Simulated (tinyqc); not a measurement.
# Frequency dispersion of an accumulation capacitance by border traps, distributed model, step by step

tinyqc, about 0.4 s, one thread, Intel Xeon 2.30GHz (shared host): `OMP_NUM_THREADS=1 python tinyqc.py 2202011 2202012 out.jsonl` Printed values are rounded.

Traps spread evenly through the insulator exchange electrons with the semiconductor by tunnelling, with tau(x) = t0 exp(2 ka x) at depth x from the interface. The admittance per area Y seen at depth x obeys dY/dx = -Y^2/(i w eps0 eox) + q Nb ln(1 + i w tau)/tau, with Y(0) = i w Cs and w = 2 pi f; the gate sees Y(tox) = G + i w C. Working variable y = Y/(i w), in uF/cm^2. Cox = eps0 eox/tox.

Values chosen for this exercise; permittivity close to that of zirconium oxide:
```
symbol   value         unit                                               meaning
eox       22.7                             relative permittivity of the insulator
tox        3.7           nm                                   insulator thickness
Cs        0.73      uF/cm^2             semiconductor capacitance in accumulation
Nb      1.9e19  cm^-3 eV^-1                               density of border traps
ka         3.8         1/nm  decay constant of the wave function in the insulator
t0        8e-9            s              time constant of a trap at the interface
f          1e5           Hz                                             frequency
xe         1.4           nm               depth down to which the steps are taken
```

Constants: q = 1.602176634e-19 C, eps0 = 8.8541878128e-14 F/cm where lengths are in cm. Results are converted to the units shown.

## Scales and lumped estimate

Cox; trap-free value 1/(1/Cox + 1/Cs); response depth d = ln(1/(w t0))/(2 ka), where w tau = 1; lumped estimate: all traps within d act as C_bt = q Nb d placed at d/2, so C = 1/{1/[1/(1/Cs + d/(2 eps0 eox)) + C_bt] + (tox - d/2)/(eps0 eox)}.

Cox = 5.43216 uF/cm^2
trap-free C = 0.643521 uF/cm^2
d = 0.696450 nm
C_bt = 0.212009 uF/cm^2
lumped C = 0.807298 uF/cm^2

The traps within reach amount to 0.290 Cs and lie in the first 18.8 % of the insulator.

## Midpoint steps through the active depth

In terms of y: dy/dx = -y^2/(eps0 eox) + s(x), s = q Nb ln(1 + z)/z, z = i w tau. 9 midpoint steps of h = xe/9: y_half = y + (h/2) y'(x, y), y(new) = y + h y'(x + h/2, y_half).

```
point    x (nm)    s (uF/(cm^2 nm))         y (uF/cm^2)
0             0  0.304411-0.000765i  0.730000+0.000000i
1      0.155556  0.304386-0.002495i  0.772980-0.000214i
2      0.311111  0.304124-0.008127i  0.815436-0.000910i
3      0.466667  0.301382-0.026150i  0.857227-0.003166i
4      0.622222  0.276773-0.075013i  0.897137-0.010206i
5      0.777778  0.176615-0.122331i  0.927475-0.026584i
6      0.933333  0.070779-0.091240i  0.938777-0.043754i
7       1.08889  0.023446-0.046019i  0.938356-0.053398i
8       1.24444  0.007354-0.019694i  0.933638-0.057325i
9           1.4  0.002270-0.007752i  0.927595-0.058420i
```

## Capacitance and conductance at the gate

y at xe = 0.927595-0.058420i uF/cm^2

Beyond xe the traps are ignored, so 1/y(tox) = 1/y(xe) + (tox - xe)/(eps0 eox); C = Re y, G/w = -Im y, loss tangent G/(w C).

y at the gate = 0.838870-0.047744i uF/cm^2
C = 0.838870 uF/cm^2
G/w = 0.0477442 uF/cm^2
loss tangent = 0.0569149

A fine integration over the whole insulator gives C = 0.83921 and G/w = 0.04870 uF/cm^2; the coarse G/w is 2.0 % below that. The fine C is 30 % above the trap-free value, and the lumped estimate is 3.8 % below the fine result.
